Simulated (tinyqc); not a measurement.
Comparisons within one model: deformation potentials from a strained empirical pseudopotential. A value that a table varies takes the place of the one given here.

Diamond lattice, no spin-orbit coupling. Atomic form factor V(q) = a1 (q^2 - a2)/(a3 exp(a4 q^2) - 1) in rydberg with q in 1/bohr, for the unstrained cell. Under a strain e the reciprocal vectors and k go over into (1 + e)^(-1) G, the atoms sit at +/- tau with tau = (1 + e) a (1,1,1)/8 - zeta a (eyz, ezx, exy)/4, and H(G,G') = c |k + G|^2 delta + (V(q)/det(1 + e)) cos(q.tau), q = G - G', with the term q = 0 left out; c = hbar^2/2m0. The basis is fixed before straining: all G with |k + G|^2 up to 16 (2 pi/a)^2. k is given in units of 2 pi/a of the unstrained cell.

Constants: hbar^2/2m0 = 3.80998211 eV angstrom^2; Ry = 13.60569312 eV; a0 (Bohr radius) = 0.5291772105 angstrom.

Inputs chosen for the exercise (near those of Si; the results hold for these values, not for the real material):
- a = 5.432 angstrom (lattice constant)
- A = (0.531, 2.166, 2.036, 0.492) (a1 (Ry bohr^2), a2 (1/bohr^2), a3, a4 (bohr^2))
- h = 0.004 (size of the test strain)
- kD = 0.82 2 pi/a (position of the Delta minimum)
- a1 = 0.531
- a2 = 2.166
- a3 = 2.036
- a4 = 0.492

## The internal displacement

Xu of L (level 5, the lowest empty one) and d from exy = eyz = ezx = h for several zeta: Xu = [E(L [111]) - E(L [1-1-1])]/((8/3) h), d = (single valence level - pair)/(3 sqrt(3) h). zeta = 0 strains the bonds with the lattice; zeta = 1 keeps all four bond lengths equal to first order.

Results:

| zeta | Xu (L) (eV) | d (eV) |
|---|---|---|
| 0.00 | 11.29 | 0.38 |
| 0.25 | 11.61 | -1.87 |
| 0.50 | 11.95 | -4.12 |
| 0.60 | 12.08 | -5.02 |
| 0.75 | 12.30 | -6.36 |
| 1.00 | 12.66 | -8.60 |

What can be read from the table?

From zeta = 0 to 1, d goes from 0.38 to -8.60 eV and Xu (L) from 11.29 to 12.66 eV, both nearly linearly: the displacement is an optical-phonon mode, and d = d(0) - zeta d0/4 gives its deformation potential d0 = 36 eV. Leaving the relaxation out (zeta = 0 for 0.5) moves d by +4.49 eV, which reverses its sign, and Xu (L) by -0.65 eV. Tetragonal strain has no such freedom.

## Size of the test strain

e = diag(-h/2, -h/2, h). Xu = [E(Delta z) - E(Delta x)]/(1.5 h) at fixed kD, b = [E(Z) - E(X, Y)]/(4.5 h); one-sided from +h alone, central from +h and -h.

Results (eV):

| h | Xu one-sided | Xu central | b one-sided | b central |
|---|---|---|---|---|
| 0.0010 | 8.015 | 8.020 | -3.263 | -3.258 |
| 0.0025 | 8.007 | 8.020 | -3.269 | -3.258 |
| 0.0050 | 7.995 | 8.021 | -3.279 | -3.259 |
| 0.0100 | 7.970 | 8.022 | -3.300 | -3.259 |
| 0.0200 | 7.922 | 8.026 | -3.341 | -3.260 |
| 0.0300 | 7.877 | 8.033 | -3.383 | -3.261 |

What does this show, and why?

From h = 0.001 to 0.03 the one-sided Xu drifts by -0.138 eV and the central one by +0.012 eV; for b the drifts are -0.121 and -0.002 eV. The central difference cancels the term of second order in the strain, so its error goes as h^2. At h = 0.02 the linear law errs by 1.2 % for the valley splitting and 2.5 % for the valence splitting.

## What each parameter of the potential does

Gaps from the valence top to level 8 at Gamma and level 5 at (kD,0,0) and L, and their deformation potentials [E(+h) - E(-h)]/(3 ln((1 + h)/(1 - h))) for e = +/- h 1, h = 0.002. The row for the lattice constant keeps V(q) without the volume factor, so it is not a strain. Each row changes one parameter from the base and keeps the others.

Results:

| case | Gamma (eV) | Delta (eV) | L (eV) | potential Gamma (eV) | potential Delta (eV) | potential L (eV) |
|---|---|---|---|---|---|---|
| base | 4.147 | 0.987 | 1.961 | -8.60 | 2.78 | -1.81 |
| a = 5.486 angstrom | 4.022 | 1.278 | 2.061 | -8.89 | 2.48 | -1.99 |
| a1 = 0.536 | 4.190 | 1.054 | 2.010 | -8.67 | 2.77 | -1.82 |
| a2 = 2.188 | 4.033 | 1.062 | 1.958 | -8.67 | 2.73 | -1.84 |
| a3 = 2.056 | 4.101 | 0.898 | 1.900 | -8.51 | 2.77 | -1.81 |
| a4 = 0.487 | 4.242 | 1.073 | 2.037 | -8.76 | 2.71 | -1.89 |

What can be read from the table?

The largest shifts from the base row, up to three for each result and ties (the steps differ in size, so this ranks the rows, not the parameters). Gamma (eV): a -0.125, a2 -0.114, a4 +0.095. Delta (eV): a +0.291, a3 -0.089, a4 +0.086. L (eV): a +0.100, a4 +0.075, a3 -0.061. potential Gamma (eV): a -0.29, a4 -0.17, a3 +0.09. potential Delta (eV): a -0.31, a4 -0.08, a2 -0.05. potential L (eV): a -0.18, a4 -0.07, a2 -0.03; unchanged at the printed digits by a3.

Run: tinyqc, `OMP_NUM_THREADS=1 python tinyqc.py 1850058 1850059 out.jsonl`; Intel(R) Xeon(R) Processor @ 2.30GHz, one thread, shared host; about 0.2 s of CPU time with all checks.
